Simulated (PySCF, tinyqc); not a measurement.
CISD on RHF in the sto-3g basis, for H4, spin multiplicity 1, step by step. The lowest restricted solution is unstable here: a spin-polarised one lies 0.1322 hartree lower (PySCF). One step of it, computed by the program tinyqc.

Problem. CISD: roots. Diagonalise (each vector has its largest component positive (the first on a tie)); all determinants have Ms = 0, so triplets appear too. The lowest singlet root is the correlation energy.

Occupation strings over the orbitals (2 doubly, a alpha, b beta, 0 empty; spin orbitals ordered 1a 1b 2a 2b ...): 2200 2a0b a2b0 2b0a b2a0 aabb 2020 abab 2002 abba baab 0220 baba 0202 bbaa

H - E(HF) between determinants (hartree), lower triangle:
```
           2200       2a0b       a2b0       2b0a       b2a0       aabb       2020       abab
2200   0.000000
2a0b   0.000000   0.323955
a2b0   0.000000   0.075234   0.299132
2b0a   0.000000  -0.125478   0.123370   0.323955
b2a0   0.000000   0.123370  -0.122107   0.075234   0.299132
aabb   0.014957  -0.015019  -0.018117   0.000000   0.000000   0.446569
2020   0.115301  -0.039014  -0.037001   0.039014   0.037001  -0.108413   0.521540
abab   0.108413   0.037001   0.039014  -0.003905  -0.004836  -0.115301  -0.090192   0.603169
2002   0.125478   0.025382   0.000000  -0.025382   0.000000   0.123370   0.208354  -0.198604
abba  -0.123370   0.000000  -0.025732   0.025887   0.000000  -0.125478   0.198604  -0.208354
baab  -0.123370  -0.025887   0.000000   0.000000   0.025732  -0.122107   0.198604  -0.195831
0220   0.122107   0.000000   0.024344   0.000000  -0.024344   0.123370   0.195831  -0.198604
baba   0.108413   0.003905   0.004836  -0.037001  -0.039014  -0.110509  -0.090192   0.000000
0202   0.110509  -0.004836  -0.003905   0.004836   0.003905  -0.108413   0.000000  -0.090192
bbaa   0.014957   0.000000   0.000000   0.015019   0.018117   0.000000  -0.108413  -0.110509

           2002       abba       baab       0220       baba       0202      bbaa
2002   0.660742
abba   0.075234   0.624945
baab   0.075234   0.000000   0.624945
0220   0.000000   0.075234   0.075234   0.610038
baba  -0.198604  -0.195831  -0.208354  -0.198604   0.603169
0202   0.195831   0.198604   0.198604   0.208354  -0.090192   0.687716
bbaa   0.123370  -0.122107  -0.125478   0.123370  -0.115301  -0.108413  0.446569
```

Give: lowest roots of this matrix, relative to E(HF); lowest vectors; <S^2> of these roots; weight of the ground state by excitation level 0, 1, 2, ....

Solution.

lowest roots of this matrix, relative to E(HF) (hartree): -0.1748  -0.0334  -0.0268  -0.0133  0.3703  0.3854  0.4522  0.4769

lowest vectors:
```
       root 1   root 2  root 3   root 4
2200   0.8839   0.0190  0.0000   0.0000
2a0b   0.0110   0.0880  0.0000  -0.4853
a2b0   0.0130   0.0936  0.0000   0.5127
2b0a  -0.0110  -0.0880  0.0000  -0.4853
b2a0  -0.0130  -0.0936  0.0000   0.5127
aabb  -0.0101   0.2792  0.4082   0.0046
2020  -0.1946   0.4878  0.0000   0.0000
abab  -0.1592  -0.1469  0.4082  -0.0015
2002  -0.1520  -0.4122  0.0000   0.0000
abba   0.1693  -0.1324  0.4082   0.0404
baab   0.1693  -0.1324  0.4082  -0.0404
0220  -0.1587  -0.4422  0.0000   0.0000
baba  -0.1592  -0.1469  0.4082   0.0015
0202  -0.1540   0.3591  0.0000   0.0000
bbaa  -0.0101   0.2792  0.4082  -0.0046
```

<S^2> of these roots: 0.0000  0.0000  6.0000  2.0000  2.0000  0.0000  2.0000  0.0000

weight of the ground state by excitation level 0, 1, 2, ...: 0.7813  0.0006  0.2181

The reference has a weight of only 0.78: one determinant is a poor start here. A root of higher spin lies below E(HF).
